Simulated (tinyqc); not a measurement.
Inside a calculation. Method: one-electron ion in a basis of Gaussians. One step of it, computed by the program tinyqc.

Question. Generalised eigenproblem. Solve H C = S C e through S^(-1/2); each column has its largest component positive (the first on a tie).

H = T + V (hartree):
```
           1          2
1  -2.928276  -3.270726
2  -3.270726  -3.786395
```

S:
```
          1         2
1  1.000000  0.798319
2  0.798319  1.000000
```

Give: eigenvalues of S; eigenvalues; coefficients.

Answer.

eigenvalues of S: 0.2017  1.7983

eigenvalues (hartree): -3.8348  -0.2804

coefficients:
```
        1        2
1  0.1937   1.6491
2  0.8386  -1.4332
```

For Z = 3 and l = 0 the exact lowest level is -Z^2/(2 n^2) with n = l + 1: -4.500000 hartree.
